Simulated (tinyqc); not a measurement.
Resistance of a source-drain extension with a graded tip: one step of the calculation.

y runs along the channel, the gate covers y > 0. The doping is N0 for y < y0 and N0 10^(-(y - y0)/la) beyond, uniform over the depth xj. Sheet conductance s(y) = q mu(N) max(N - Nch, 0) xj + (for y > 0) ma Cox Vo, with mu(N) = u0 + (u1 - u0)/(1 + (N/Nr)^au) and Cox = eps0 eox/tox. Current is taken as one-dimensional; depletion of the tip, spreading and the contact are left out. The metallurgical junction lies at yj, where N = Nch.

Task. Resistance of the overlapped part. Midpoint rule on 9 equal steps from 0 to yj: R_ov = sum h/s(y), per width.

Values chosen for this exercise; mobility law close to that of holes in silicon:
```
symbol,value,unit,meaning
eox,25,,relative permittivity of the gate insulator (close to zirconium oxide)
tox,11,nm,insulator thickness
N0,2e20,cm^-3,active doping of the extension far from the gate
la,6.3,nm/decade,lateral abruptness
y0,-0.6,nm,position under the gate where the fall begins (gate edge at 0)
xj,29,nm,depth of the extension
Nch,1.8e18,cm^-3,channel doping
Vo,0.8,V,gate overdrive
ma,100,cm^2/(V s),mobility of the gate-induced layer
u1,470.5,cm^2/(V s),mobility at low doping
u0,44.9,cm^2/(V s),mobility at high doping
Nr,2.23e17,cm^-3,reference doping
au,0.719,,exponent
```

Constants: q = 1.602176634e-19 C, eps0 = 8.8541878128e-14 F/cm where lengths are in cm. Results are converted to the units shown.

Wanted: y; N; doped conductance; sheet resistance; R_ov.

Result.

```
point   y (nm)  N (cm^-3)  doped conductance (uS)  sheet resistance (ohm/square)
0      0.68268  1.2515e20                  2828.0                         334.56
1       2.0480  7.5981e19                  1765.9                         518.98
2       3.4134  4.6130e19                  1110.4                         786.55
3       4.7788  2.8006e19                  702.36                         1158.3
4       6.1441  1.7003e19                  444.78                         1650.8
5       7.5095  1.0323e19                  278.38                         2276.0
6       8.8749  6.2673e18                  166.77                         3051.0
7       10.240  3.8050e18                  87.462                         4025.0
8       11.606  2.3101e18                  26.477                         5334.4
```

R_ov = 26.127 ohm um

Numbers from tinyqc (`OMP_NUM_THREADS=1 python tinyqc.py 2282094 2282095 out.jsonl`; about 0.03 s on one thread of a shared Intel Xeon 2.30GHz).
